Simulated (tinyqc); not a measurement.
Inside a calculation. Method: extended Hueckel theory, for H3+. The parameters take no account of the charge, which enters only through the electron count. Computed by tinyqc, a small Python program that keeps every step (integrals from PySCF). Settings: charge = 1, K = 2.0, multiplicity = 1. Command: `OMP_NUM_THREADS=1 python tinyqc.py 26302 26303 out.jsonl` (the two numbers bound the seeds that draw the settings). One thread of a shared host (Intel(R) Xeon(R) Processor @ 2.60GHz), about 0.01 s of CPU time with the checks.

## Overlaps

Geometry (angstrom):
```
atom         x         y          z
H     0.000000  0.000000   0.000000
H     0.000000  0.000000   0.989000
H     0.000000  0.922000  -0.357000
```

Parameters chosen for this run:
```
element  shell  Slater exponent   H_ii (eV)
H           1s         1.300000  -13.600000
```

Slater orbitals, each expanded in six Gaussians scaled to its exponent.

overlap S, order 1H 1s, 2H 1s, 3H 1s:
```
[[1.000000, 0.475342, 0.475521],
 [0.475342, 1.000000, 0.188288],
 [0.475521, 0.188288, 1.000000]]
```

## Wolfsberg-Helmholz matrix

diagonal H_ii (eV): [-13.600000, -13.600000, -13.600000]

K = 2.000000

H_ij = K' S_ij (H_ii + H_jj)/2 for i != j (the diagonal keeps H_ii), with K' = 2.

H (eV), order 1H 1s, 2H 1s, 3H 1s:
```
[[-13.600000, -12.929309, -12.934170],
 [-12.929309, -13.600000, -5.121438],
 [-12.934170, -5.121438, -13.600000]]
```

## Orbitals

valence electrons = 2

Solve H C = S C e through S^(-1/2); fill by pairs from the bottom, a degenerate level sharing its electrons equally; each orbital has its largest coefficient positive (the first on a tie).

orbital energies (eV): [-19.529666, -10.445286, 5.553468]

occupations: [2.000000, 0.000000, 0.000000]

coefficients, order 1H 1s, 2H 1s, 3H 1s:
```
[[0.492843, -0.000139, 1.170961],
 [0.400642, 0.785020, -0.719872],
 [0.400734, -0.784670, -0.720400]]
```

sum of one-electron energies = -39.059332 eV

## Mulliken analysis

P = C n C^T; charge = valence electrons (H 1) minus the sum of (P S)_ii on the atom; overlap population = 2 sum P_ij S_ij between two atoms.

charges: [0.138667, 0.430797, 0.430536]

Overlap populations:
```
pair     value
2-1   0.375432
3-1   0.375659
3-2   0.120919
```
